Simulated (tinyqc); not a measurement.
Inside a calculation. Model: deep-level transient spectroscopy.

tinyqc, about 0.01 s, one thread, Intel Xeon 2.30GHz (shared host): `OMP_NUM_THREADS=1 python tinyqc.py 2050106 2050107 out.jsonl` Printed values are rounded.

Schottky contact on an n-type layer with shallow donors Nd (all ionised) and a donor-like deep trap, neutral when filled and positive when empty; depletion approximation. Traps within lam of the depletion edge stay filled. A long pulse to Vp fills the traps beyond x1 = Wp - lam; back at Vr those between x1 and x2 = Wr - lam emit. A rate window reads S = C(t2) - C(t1).

Inputs (values chosen for the exercise); material values close to those of gallium arsenide:

| symbol | value | unit | meaning |
|---|---|---|---|
| eps_r | 12.7 |  | relative permittivity |
| Nc | 4.42e17 | cm^-3 | conduction-band density of states at 300 K |
| vth | 4.6e7 | cm/s | thermal velocity at 300 K |
| Nd | 2.2e16 | cm^-3 | shallow donor density |
| Vbi | 1.04 | V | built-in voltage |
| Et | 0.22 | eV | depth of the trap below the conduction edge |
| sn | 7.1e-15 | cm^2 | capture cross-section |
| Nt | 5.1e14 | cm^-3 | trap density |
| Vr | 8.3 | V | reverse bias |
| Vp | 0.3 | V | reverse bias during the filling pulse |
| t1 | 0.5 | ms | first sampling time |
| t2 | 5 | ms | second sampling time |
| T | 146 | K | temperature of the transient |

Constants: q = 1.602176634e-19 C, kB = 1.380649e-23 J/K, eps0 = 8.8541878128e-14 F/cm where lengths are in cm. Results are converted to the units shown.

## Emission rate and rate window

Emission rate en = sn vth(T) Nc(T) exp(-Et/kB T) = sn g T^2 exp(-Et/kB T), g = vth Nc/(300 K)^2, as vth goes as T^0.5 and Nc as T^1.5 (degeneracy factor 1). For an exponential transient S peaks where en = ew = ln(t2/t1)/(t2 - t1).

g = 2.259111e20 cm^-2 s^-1 K^-2
en = 870.3929 1/s
1/en = 1.148906 ms
ew = 511.6856 1/s

## Widths

lam = sqrt(2 eps0 eps_r (EF - ET)/(q Nd)), EF - ET = Et - (kB T/q) ln(Nc(T)/Nd), Nc(T) = Nc (T/300 K)^1.5. In the steady state at the band bending V, 2 eps0 eps_r V/q = Nd W^2 + Nt (W - lam)^2 (the second term only if W > lam). V = Vbi + Vr gives Wr and V = Vbi + Vp gives Wp; x1 = max(Wp - lam, 0).

lam = 111.7840 nm
Wr = 765.5221 nm
Wp = 291.1221 nm
x1 = 179.3381 nm
x2 = 653.7381 nm
G = (x2^2 - x1^2)/Wr^2 = 0.6743944

The rule Nt = 2 Nd |dC|/C assumes G = 1 and would understate Nt by a factor of about 1/G = 1.48 here (the limit of small Nt/Nd).

## The transient

```
sample,t (ms)
0,0
1,0.25
2,0.5
3,2.75
4,5
5,10
6,25
```

W(t)^2 = Wr^2 + (Nt/Nd)(x2^2 - x1^2) exp(-en t), C = eps0 eps_r/W; for small Nt, dC/C = -(Nt/2 Nd) G exp(-en t) with G = (x2^2 - x1^2)/Wr^2. S = C(t2) - C(t1).

```
sample,C (nF/cm^2),C - C(final) (pF/cm^2)
0,14.57559,-113.4933
1,14.59758,-91.5064
2,14.61534,-73.7467
3,14.67861,-10.4723
4,14.68761,-1.4789
5,14.68907,-0.0191
6,14.68908,0.0000
```

S = 72.26784 pF/cm^2

## Step 1: peak temperature

T at the start = 300 K

Fixed-point step for en(T) = ew: T(new) = (Et q/kB)/ln(sn g T^2/ew), g = vth Nc/(300 K)^2.

T after step 1 = 131.2064 K

## Course of the iteration for the peak temperature

Start from 300 K; stop when T changes by less than 1e-8 K.

Course of the iteration:
```
step,T (K),change (K)
1,131.2064,169
2,143.3958,12.2
3,141.9789,1.42
4,142.1359,0.157
5,142.1184,0.0175
6,142.1204,1.95e-3
7,142.1202,2.17e-4
8,142.1202,2.41e-5
9,142.1202,2.69e-6
10,142.1202,2.99e-7
11,142.1202,3.33e-8
12,142.1202,3.71e-9
```

Converged in 12 steps; each multiplies the error by -2 kB T/Et = -0.11.
